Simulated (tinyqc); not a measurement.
## Pinning of the barrier by interface states

Cowley-Sze model with the space charge neglected: phiB = S (phiM - chi) + (1 - S)(Eg - phi0), S = 1/(1 + q Dit dl/(eps0 ei)), dl in cm.

Values chosen for this exercise; band and dielectric values close to those of In0.53Ga0.47As: band gap Eg = 0.736 eV; electron affinity chi = 4.55 eV; thickness of the interfacial layer dl = 0.3 nm; relative permittivity of the interfacial layer ei = 1; neutral level above the valence band phi0 = 0.4 eV; metal work function phiM = 5.06 eV.

Constants: q = 1.602176634e-19 C, eps0 = 8.8541878128e-14 F/cm where lengths are in cm. Results are converted to the units shown.

Result of one run:
```
S       phiB (eV)  change of phiB for 0.5 eV more work function (eV)
0.6481     0.4488                                             0.3241
```

Which density of interface states Dit gave this result: 1e11, 3e11, 1e12, 3e12 or 1e13 cm^-2 eV^-1?

Dit = 1e13 cm^-2 eV^-1.

The whole series:
```
Dit (cm^-2 eV^-1)        S  phiB (eV)  change of phiB for 0.5 eV more work function (eV)
1e11                0.9946     0.5091                                             0.4973
3e11                0.9840     0.5072                                             0.4920
1e12                0.9485     0.5010                                             0.4743
3e12                0.8600     0.4856                                             0.4300
1e13                0.6481     0.4488                                             0.3241
3e13                0.3804     0.4022                                             0.1902
1e14                0.1556     0.3631                                            0.07778
3e14               0.05785     0.3461                                            0.02893
1e15               0.01809     0.3391                                           0.009044
```

S falls from 0.995 to 0.0181, passing 1/2 at Dit = eps0 ei/(q dl) = 1.84e13 cm^-2 eV^-1. The barrier falls from 0.509 to 0.339 eV, from near the Schottky-Mott value phiM - chi = 0.510 eV towards the pinned value Eg - phi0 = 0.336 eV.

Program tinyqc, `OMP_NUM_THREADS=1 python tinyqc.py 2020045 2020046 out.jsonl`; Intel Xeon 2.30GHz, shared host, one thread, about 0.09 s.
